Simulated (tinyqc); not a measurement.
What the s* orbital does: sp3s* tight binding.

sp3s* tight binding, nearest neighbours only: anion (a) at 0, cation (c) at a/4 (1,1,1), orbitals s, px, py, pz, s* on each; k in units of 2 pi/a. With phases e_j = exp(i (pi/2) k.n_j) for n = (1,1,1), (1,-1,-1), (-1,1,-1), (-1,-1,1): g0 = (e1+e2+e3+e4)/4, g1 = (e1+e2-e3-e4)/4, g2 = (e1-e2+e3-e4)/4, g3 = (e1-e2-e3+e4)/4. The diagonal holds the levels Esa, Epa, Exa (s*) and Esc, Epc, Exc. Anion-cation block: <sa|sc> = Vss g0; <sa|xc> = Vsapc g1; <xa|sc> = -Vscpa g1; <xa|xc> = Vxx g0; <xa|yc> = <ya|xc> = Vxy g3, <xa|zc> = <za|xc> = Vxy g2, <ya|zc> = <za|yc> = Vxy g1; <s*a|xc> = Vxapc g1; <xa|s*c> = -Vpaxc g1; y and z take g2 and g3 in place of g1; s-s* and s*-s* vanish.

Inputs chosen for the exercise (near a published set for InAs, fitted to gaps, whose masses and valley positions are rough; the results hold for these values, not for the real material): Esa = -9.552 eV (s level of the anion); Epa = 0.909 eV (p level of the anion); Esc = -2.72 eV (s level of the cation); Epc = 3.731 eV (p level of the cation); Exa = 7.406 eV (s* level of the anion); Exc = 6.747 eV (s* level of the cation); Vss = -5.617 eV (s-s); Vxx = 1.836 eV (px-px); Vxy = 4.474 eV (px-py); Vsapc = 3.033 eV (s anion, p cation); Vscpa = 5.447 eV (s cation, p anion); Vxapc = 3.364 eV (s* anion, p cation); Vpaxc = 3.913 eV (p anion, s* cation).

The s* couplings Vxapc and Vpaxc are scaled by f; f = 0 is the plain sp3 model. Gaps from the top of the valence band at Gamma; the Delta value is the minimum on (x,0,0), 0.5 <= x <= 1.

Gaps (eV):
```
f      Gamma   Delta       L  x of the minimum
0.00  0.4337  3.3094  2.2478             0.500
0.25  0.4337  3.2379  2.1780             0.500
0.50  0.4337  3.0426  1.9846             0.500
0.75  0.4337  2.7650  1.7038             0.500
0.90  0.4337  2.5755  1.5092             0.500
1.00  0.4337  2.2895  1.3726             1.000
1.10  0.4337  1.9919  1.2324             1.000
```

The gap at Gamma stays, since g1 to g3 vanish there. From f = 0 to 1 the s* levels lower the Delta value by 1.020 eV and L by 0.875 eV. For f = 0, 0.25, 0.5, 0.75 and 0.9 the least value lies at x = 0.5, the end of the range: any valley further out lies above that value until s* has lowered it enough. The lowest of the three is Gamma at both f = 0 and f = 1.

Run: tinyqc, `OMP_NUM_THREADS=1 python tinyqc.py 1482718 1482719 out.jsonl`; Intel(R) Xeon(R) Processor @ 2.30GHz, one thread, shared host; about 0.05 s of CPU time with all checks.
